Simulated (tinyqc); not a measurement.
Inputs raised by 10 %, one at a time: hot carriers by balance equations with a heated Maxwellian. Computed by tinyqc, a small Python program. Command: `OMP_NUM_THREADS=1 python tinyqc.py 3004417 3004418 out.jsonl hot sens`. One thread of a shared host (Intel(R) Xeon(R) Processor @ 2.30GHz), about 0.04 s of CPU time with the checks.

The carriers follow a Maxwellian at an electron temperature T_e, slightly displaced; the drift energy is neglected against k_B T_e. The balance averages the rate, not the time, so mu_0 lies below the relaxation-time value.

Inputs (values chosen for the exercise, modelled on holes in silicon): effective mass m = 0.507 m_0; density rho = 2329 kg/m^3; sound velocity v_l = 8790 m/s; acoustic deformation potential D_A = 5.1 eV; phonon energy hbar w = 63.5 meV; optical or intervalley deformation potential D_o = 8.6 1e8 eV/cm; final valleys Z_f = 1; lattice temperature T = 400 K; electric field F = 0.67 kV/cm; iteration cap = 300.

Band: parabolic. Solver: Newton.

Constants: k_B = 8.617333262e-05 eV/K; k_B = 1.380649e-23 J/K; e = 1.602176634e-19 C; hbar = 1.054571817e-34 J s; m_0 = 9.1093837015e-31 kg; hbar = 6.582119569e-16 eV s.

Method:
- Parabolic band: E = hbar^2 k^2/(2 m), speed v = hbar k/m, states per spin, volume and energy g(E) = m k/(2 pi^2 hbar^2). Masses are multiplied by m_0 and all formulas are in SI units.
- Phonon occupation N_q = 1/(exp(hbar w/(k_B T)) - 1).
- Acoustic deformation potential (elastic, equipartition, absorption and emission together): 1/tau = 2 pi k_B T D_A^2 g(E)/(hbar rho v_l^2).
- Optical or intervalley deformation potential: 1/tau = (pi Z_f D_o^2/(rho w)) [N_q g(E + hbar w) + (N_q + 1) g(E - hbar w)], with g = 0 below the band edge.
- Averages over the Maxwellian, <y> = int y x^(1/2) exp(-x) dx / int x^(1/2) exp(-x) dx with x = E/(k_B T_e), split at x_0 = hbar w/(k_B T_e): 64 Gauss-Legendre points in sqrt(x) below it and 128 in sqrt(x - x_0) above it, up to x = 32. Momentum balance: mu(T_e) = e/(m nu), nu = <x (sum of rates)>/<x>. Power lost per carrier: P(T_e) = hbar w <emission rate - absorption rate> + <(2 m v_l^2/(k_B T)) (E - 2 k_B T) acoustic rate>.
- Energy relaxation time at weak heating: tau_E = (3/2) k_B / (dP/dT_e), the derivative by a central difference of +/- 0.5 K at T_e = T.
- Newton: h(T_e) = P - e mu F^2, T_new = T_e - h/h', with h' by a central difference of +/- 0.5 K, limited to the range T to 3 T_e.
- Start at T_e = 1.5 T; stop when T_e moves by less than 1e-6 K or exceeds 1e6 K.
- v = mu(T_e) F; warm-carrier coefficient (mu/mu_0 - 1)/F^2.

Runs; columns: (1) input moved; (2) from; (3) to; (4) drift velocity (1e7 cm/s); (5) electron temperature T_e (K); (6) energy relaxation time tau_E (ps); (7) mobility mu(T_e) (cm^2/(V s)):
```
(1)                                                             (2)     (3)       (4)     (5)      (6)     (7)
base run                                                          -       -  0.032615  400.58  0.34044  486.79
effective mass m (m_0)                                        0.507  0.5577  0.025711  400.39  0.29474  383.74
sound velocity v_l (m/s)                                       8790    9669  0.034834  400.61  0.34044  519.90
acoustic deformation potential D_A (eV)                         5.1    5.61  0.030281  400.53  0.33961  451.95
phonon energy hbar w (meV)                                     63.5   69.85  0.037945  400.73  0.37276  566.35
optical or intervalley deformation potential D_o (1e8 eV/cm)    8.6    9.46  0.028801  400.42  0.28191  429.87
lattice temperature T (K)                                       400     440  0.027362  440.47  0.32959  408.39
electric field F (kV/cm)                                       0.67   0.737  0.035866  400.70  0.34044  486.66
```

Exponents ln(y'/y) / ln(x'/x):
```
input                                             drift velocity  electron temperature T_e  energy relaxation time tau_E  mobility mu(T_e)
effective mass m                                          -2.496                    -0.005                        -1.512            -2.496
sound velocity v_l                                         0.691                     0.001                         0.000             0.691
acoustic deformation potential D_A                        -0.779                    -0.001                        -0.025            -0.779
phonon energy hbar w                                       1.588                     0.004                         0.952             1.588
optical or intervalley deformation potential D_o          -1.305                    -0.004                        -1.979            -1.305
lattice temperature T                                     -1.842                     0.996                        -0.340            -1.842
electric field F                                           0.997                     0.003                         0.000            -0.003
```

Among the inputs moved here: drift velocity answers most in size to effective mass m (exponent -2.496), next to lattice temperature T (-1.842). Its exponent +0.997 in electric field F: Ohm's law. Electron temperature T_e answers most in size to lattice temperature T (exponent +0.996), next to effective mass m (-0.005). Its exponent +0.003 in electric field F: the gas is still at the lattice temperature. Energy relaxation time tau_E answers most in size to optical or intervalley deformation potential D_o (exponent -1.979), next to effective mass m (-1.512); its exponent is below 0.0005 for sound velocity v_l, electric field F. mobility mu(T_e) answers most in size to effective mass m (exponent -2.496), next to lattice temperature T (-1.842).

Caution (all rows): the drift energy m v^2/2 is not small against the heating (3/2) k_B (T_e - T), so T_e - T is rough.
